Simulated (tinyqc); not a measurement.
Inside a calculation. Method: coupled-perturbed Hartree-Fock on RHF in the sto-3g basis, for H2, spin multiplicity 1. One step of it, computed by the program tinyqc.

Problem. Coupled step 2. U_ai = -(mu_ai + sum_bj [4 (ai|bj) - (ab|ij) - (aj|bi)] U_bj) / (e_a - e_i); alpha = -4 sum U_ai mu_ai.

U after step 1, order a2:
$$\begin{pmatrix}
0.994394
\end{pmatrix}$$

dipole integrals <a|z|i> (bohr), order a2:
$$\begin{pmatrix}
-1.005011
\end{pmatrix}$$

orbital energies (hartree): MO1 -0.528671, MO2 0.552978

Two-electron integrals over orbitals (pq|rs), unique and non-zero (hartree):
```
(11|11) 0.650322   (21|21) 0.188697   (22|11) 0.642048   (22|22) 0.674750
```

Give: U after step 2; polarisability.

Solution.

U after step 2, order a2:
$$\begin{pmatrix}
0.999
\end{pmatrix}$$

polarisability = 4.016 bohr^3
